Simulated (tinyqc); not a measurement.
A log to judge: hot carriers by balance equations with a heated Maxwellian. Computed by tinyqc. Command: `OMP_NUM_THREADS=1 python tinyqc.py 3017502 3017503 out.jsonl hot walk`. One thread of a shared host (Intel(R) Xeon(R) Processor @ 2.30GHz), about 0.04 s of CPU time with the checks.

The carriers follow a Maxwellian at an electron temperature T_e, slightly displaced; the drift energy is neglected against k_B T_e. The balance averages the rate, not the time, so mu_0 lies below the relaxation-time value.

Inputs (values chosen for the exercise, modelled on electrons in germanium): effective mass m = 0.216 m_0; density rho = 5323 kg/m^3; sound velocity v_l = 5430 m/s; acoustic deformation potential D_A = 11 eV; phonon energy hbar w = 31.1 meV; optical or intervalley deformation potential D_o = 4.4 1e8 eV/cm; final valleys Z_f = 3; lattice temperature T = 150 K; electric field F = 51 kV/cm; mixing = 1; iteration cap = 15.

Band: parabolic. Solver: damped fixed point.

Constants: k_B = 8.617333262e-05 eV/K; k_B = 1.380649e-23 J/K; e = 1.602176634e-19 C; hbar = 1.054571817e-34 J s; m_0 = 9.1093837015e-31 kg; hbar = 6.582119569e-16 eV s.

Method:
- Parabolic band: E = hbar^2 k^2/(2 m), speed v = hbar k/m, states per spin, volume and energy g(E) = m k/(2 pi^2 hbar^2). Masses are multiplied by m_0 and all formulas are in SI units.
- Phonon occupation N_q = 1/(exp(hbar w/(k_B T)) - 1).
- Acoustic deformation potential (elastic, equipartition, absorption and emission together): 1/tau = 2 pi k_B T D_A^2 g(E)/(hbar rho v_l^2).
- Optical or intervalley deformation potential: 1/tau = (pi Z_f D_o^2/(rho w)) [N_q g(E + hbar w) + (N_q + 1) g(E - hbar w)], with g = 0 below the band edge.
- Averages over the Maxwellian, <y> = int y x^(1/2) exp(-x) dx / int x^(1/2) exp(-x) dx with x = E/(k_B T_e), split at x_0 = hbar w/(k_B T_e): 64 Gauss-Legendre points in sqrt(x) below it and 128 in sqrt(x - x_0) above it, up to x = 32. Momentum balance: mu(T_e) = e/(m nu), nu = <x (sum of rates)>/<x>. Power lost per carrier: P(T_e) = hbar w <emission rate - absorption rate> + <(2 m v_l^2/(k_B T)) (E - 2 k_B T) acoustic rate>.
- Fixed point: T_out = T + (T_e - T) e mu(T_e) F^2/P(T_e), T_new = T_e + mixing (T_out - T_e).
- Start at T_e = 1.5 T; stop when T_e moves by less than 1e-6 K or exceeds 1e6 K.

Course of the iteration:
```
iteration      T_e (K)  mu (cm^2/(V s))     step (K)
1          2.25000e+02          4872.21  2.57190e+05
2          2.57415e+05           115.23  2.47033e+05
3          1.03814e+04           575.74  7.30169e+04
4          8.33982e+04           202.51  5.65134e+04
5          2.68849e+04           357.00  2.94774e+04
6          5.63623e+04           246.39  2.05317e+04
7          3.58305e+04           309.13  1.21676e+04
8          4.79981e+04           267.02  8.04568e+03
9          3.99525e+04           292.72  4.97825e+03
10         4.49307e+04           276.00  3.21690e+03
11         4.17138e+04           286.46  2.02319e+03
12         4.37370e+04           279.75  1.29479e+03
13         4.24422e+04           283.99  8.19573e+02
14         4.32618e+04           281.28  5.22426e+02
15         4.27394e+04           283.00  3.31536e+02
```

Can the last value be used, and what does the course show?

No. Not converged after 15 iterations: the residual falls at every step, but slowly, by a factor of about 0.637 a step. Reruns still fail with mixing = 0.3, iteration cap = 300; and with mixing = 0.1, iteration cap = 300; and with solver = Newton, iteration cap = 300.
